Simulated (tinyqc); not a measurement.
How many bands a k.p model needs: band 5 from Gamma to X: k.p theory built from an empirical-pseudopotential calculation at Gamma.

Empirical pseudopotential on the fcc lattice, atoms at +/- tau, tau = a (1,1,1)/8, no spin-orbit coupling. H(G,G') = c (2 pi/a)^2 |k + G|^2 delta + VS(q) cos(q.tau) + i VA(q) sin(q.tau), q = G - G', c = hbar^2/2m0; k and G in units of 2 pi/a; VS at |q|^2 = 3, 8, 11 and VA at 3, 4, 11, in rydberg, zero elsewhere. The basis is fixed: all 59 G with |G|^2 up to Gcut. Energies are counted from the fourth level at Gamma.

k.p in the lowest n states at Gamma: H_nm = (E_n + c k^2) delta + 2 c k.<n|G|m>, k in 1/angstrom; with all states of the basis it is exact.

Constants: hbar^2/2m0 = 3.80998211 eV angstrom^2; Ry = 13.60569312 eV.

Inputs chosen for the exercise (near those of InAs; the results hold for these values, not for the real material): a = 6.056 angstrom (lattice constant); VS = (-0.214, 0, 0.048) Ry (symmetric form factors); VA = (0.078, 0.049, 0.031) Ry (antisymmetric form factors); Gcut = 12 (2 pi/a)^2 (largest |G|^2 of the fixed basis).

Band 5 (counted from below) at k = f (1, 0, 0) 2 pi/a; n ends on whole multiplets.

Energies (eV):

| f | n = 8 | n = 15 | n = 27 | n = 59 (exact) |
|---|---|---|---|---|
| 0.000 | 0.309 | 0.309 | 0.309 | 0.309 |
| 0.125 | 1.207 | 1.158 | 1.156 | 1.156 |
| 0.375 | 3.709 | 2.815 | 2.802 | 2.798 |
| 0.500 | 5.162 | 2.609 | 2.575 | 2.569 |
| 0.625 | 6.093 | 2.308 | 2.247 | 2.238 |
| 0.750 | 6.860 | 2.113 | 2.016 | 2.002 |
| 0.875 | 7.762 | 2.041 | 1.895 | 1.872 |
| 1.000 | 8.801 | 2.066 | 1.871 | 1.829 |

Give the missing row, f = 0.250.

Computed row:
```
f      n = 8  n = 15  n = 27  n = 59 (exact)
0.250  2.386   2.132   2.125           2.124
```

With n = 8 the band stays within 0.05 eV of the exact one at Gamma only (error at X: +6.972 eV). With n = 15 the band stays within 0.05 eV of the exact one up to f = 0.500 (error at X: +0.237 eV). With n = 27 the band stays within 0.05 eV of the exact one over the whole line (error at X: +0.042 eV). A smaller basis can only raise a level. The exact band has its minimum on these points at f = 0.000; n = 8 puts it at f = 0.000.

tinyqc: `OMP_NUM_THREADS=1 python tinyqc.py 1080970 1080971 out.jsonl`; about 0.3 s, one thread, shared Intel(R) Xeon(R) Processor @ 2.30GHz.
